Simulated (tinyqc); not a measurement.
Inside a calculation. Model: carrier lifetime of an n-type layer with SRH, radiative, Auger and surface recombination.

tinyqc, about 0.01 s, one thread, Intel Xeon 2.30GHz (shared host): `OMP_NUM_THREADS=1 python tinyqc.py 2300055 2300056 out.jsonl` Printed values are rounded.

Uniform excess density dn = dp (no trapping), n = n0 + dn, p = p0 + dn, Boltzmann statistics, full ionisation. Surfaces enter as a rate 2 S dn/d, which holds while diffusion to them is fast.

Parameters, values chosen for the exercise; band and dielectric values close to those of cadmium telluride:
- T = 350 K (temperature)
- Eg = 1.5 eV (band gap)
- Nc = 1.01e18 cm^-3 (conduction-band density of states at T)
- Nv = 2.28e19 cm^-3 (valence-band density of states at T)
- B = 1.97e-10 cm^3/s (radiative coefficient)
- N = 2.8e15 cm^-3 (donor density)
- Cn = 1.2e-30 cm^6/s (Auger coefficient (two electrons))
- Cp = 1.6e-30 cm^6/s (Auger coefficient (two holes))
- Nt = 8.5e12 cm^-3 (trap density)
- sn = 3e-16 cm^2 (capture cross-section for electrons)
- sp = 1e-17 cm^2 (capture cross-section for holes)
- vth = 2e7 cm/s (thermal velocity (both carriers))
- Et = 0.6 eV (trap level below the conduction band)
- S = 6 cm/s (surface recombination velocity (both faces))
- d = 3 um (sample thickness)
- G = 6.1e19 cm^-3 s^-1 (generation rate)

Constants: q = 1.602176634e-19 C, kB = 1.380649e-23 J/K, Vt = kB T/q. Results are converted to the units shown.

## Equilibrium densities and SRH constants

ni = sqrt(Nc Nv) exp(-Eg/(2 Vt)), Eg in volts; majority density N/2 + sqrt(N^2/4 + ni^2), n0 p0 = ni^2; n1 = Nc exp(-Et/Vt), p1 = Nv exp((Et - Eg)/Vt); tn0 = 1/(sn vth Nt), tp0 = 1/(sp vth Nt).

ni = 7.61383e7 cm^-3
n0 = 2.8e15 cm^-3
p0 = 2.07037 cm^-3
n1 = 2.31580e9 cm^-3
p1 = 2.50326e6 cm^-3
tn0 = 1.96078e-5 s
tp0 = 5.88235e-4 s

## Starting value

dn = 5e12 cm^-3.

dn at the start = 5e12 cm^-3

## Iteration 1: new dn

With e = n p - ni^2 = dn (n0 + p0 + dn): U_SRH = e/(tp0 (n + n1) + tn0 (p + p1)), U_rad = B e, U_Aug = (Cn n + Cp p) e, U_s = 2 S dn/d. Substitution: tau = dn/U with U the sum, dn(new) = G tau.

U_SRH = 8.49949e15 cm^-3 s^-1
U_rad = 2.76292e18 cm^-3 s^-1
U_Aug = 4.73204e13 cm^-3 s^-1
U_s = 2e17 cm^-3 s^-1
tau = 1.68267e-6 s
dn after iteration 1 = 1.02643e14 cm^-3

## Iteration 2: new dn

As before.

U_SRH = 1.74287e17 cm^-3 s^-1
U_rad = 5.86932e19 cm^-3 s^-1
U_Aug = 1.08669e15 cm^-3 s^-1
U_s = 4.10571e18 cm^-3 s^-1
tau = 1.62991e-6 s
dn after iteration 2 = 9.94248e13 cm^-3

## Iteration 3: new dn

As before.

U_SRH = 1.68829e17 cm^-3 s^-1
U_rad = 5.67901e19 cm^-3 s^-1
U_Aug = 1.04886e15 cm^-3 s^-1
U_s = 3.97699e18 cm^-3 s^-1
tau = 1.63160e-6 s
dn after iteration 3 = 9.95276e13 cm^-3

## Course of the iteration

Stop when the step is below 1e-10 of the value, or after 40 iterations.

Course of the iteration:

| iteration | dn before the step (cm^-3) | step (cm^-3) |
|---|---|---|
| 1 | 5e12 | 9.76e13 |
| 2 | 1.02643e14 | -3.22e12 |
| 3 | 9.94248e13 | 1.03e11 |
| 4 | 9.95276e13 | -3.29e9 |
| 5 | 9.95243e13 | 1.05e8 |
| 6 | 9.95244e13 | -3.37e6 |
| 7 | 9.95244e13 | 1.08e5 |
| 8 | 9.95244e13 | -3440 |

Converged in 8 iterations. At the solution d ln U/d ln dn = 1.03, so the logarithmic slope of the map is 1 - 1.03 = -0.03; its size is below 1, so substitution contracts.

## Lifetime, shares and quasi-Fermi splitting

converged dn = 9.95244e13 cm^-3

With e = n p - ni^2 = dn (n0 + p0 + dn): U_SRH = e/(tp0 (n + n1) + tn0 (p + p1)), U_rad = B e, U_Aug = (Cn n + Cp p) e, U_s = 2 S dn/d. tau = dn/U, shares of U, splitting Vt ln(n p/ni^2), radiative efficiency U_rad/U.

tau = 1.63155e-6 s
shares (%): SRH 0.2770, radiative 93.1950, Auger 0.0017, surface 6.5262
quasi-Fermi splitting = 0.951226 V

Radiative recombination takes the largest share. dn is 0.036 times the doping: low injection.
